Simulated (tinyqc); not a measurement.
## Ellipsometry and reflectance of a transparent film on an absorbing substrate: effect of the angle of incidence

Air (index 1), film, substrate with N2 = n2 - i k2; time factor exp(+i w t). q_j = sqrt(N_j^2 - sin^2 th), root with positive real part. Fresnel coefficients r_s = (q_a - q_b)/(q_a + q_b), r_p = (N_b^2 q_a - N_a^2 q_b)/(N_b^2 q_a + N_a^2 q_b). tan(Psi) exp(i Delta) = R_p/R_s, Delta taken from 0 to 360 degrees.

beta = 2 pi d q1/lam, X = exp(-2 i beta), R = (r01 + r12 X)/(1 + r01 r12 X) for p and s. dDelta/dd is the derivative of Delta; period lam/(2 q1).

Parameters, values chosen for the exercise; indices close to those of titanium dioxide on silicon: wavelength lam = 632.8 nm; index of the transparent film n1 = 2.389; film thickness d = 1.6 nm; index of the substrate n2 = 3.882; extinction coefficient of the substrate k2 = 0.019.

Effect of the angle of incidence:

| th (degrees) | Psi (degrees) | Delta (degrees) | \|R_p\|^2 | \|R_s\|^2 | dDelta/dd (degrees/nm) | period (nm) |
|---|---|---|---|---|---|---|
| 50 | 31.50 | 178.8 | 0.1897 | 0.5052 | -0.6297 | 139.8 |
| 55 | 27.86 | 178.4 | 0.1518 | 0.5434 | -0.8454 | 141.0 |
| 60 | 23.37 | 177.9 | 0.1097 | 0.5873 | -1.170 | 142.1 |
| 65 | 17.75 | 176.8 | 0.06536 | 0.6375 | -1.748 | 143.1 |
| 70 | 10.59 | 174.1 | 0.02428 | 0.6945 | -3.223 | 144.1 |
| 75 | 1.636 | 135.4 | 6.186e-4 | 0.7588 | -16.69 | 144.8 |
| 80 | 11.18 | 5.608 | 0.03246 | 0.8309 | 2.997 | 145.4 |
| 85 | 26.80 | 1.700 | 0.2326 | 0.9112 | 0.9174 | 145.7 |

Psi goes from 31.5 through a minimum of 1.64 (at th = 75 among the rows listed) to 26.8 degrees and |R_p|^2 goes from 0.190 through a minimum of 6.19e-4 (at th = 75 among the rows listed) to 0.233. The slope of Delta is largest in size, 16.7 degrees/nm, at th = 75 among the rows. The bare substrate has its smallest |R_p| near arctan(n2) = 75.6 degrees.

Computed by the program tinyqc: `OMP_NUM_THREADS=1 python tinyqc.py 2870157 2870158 out.jsonl`, one thread of a shared Intel Xeon 2.30GHz, about 0.01 s for the whole run.
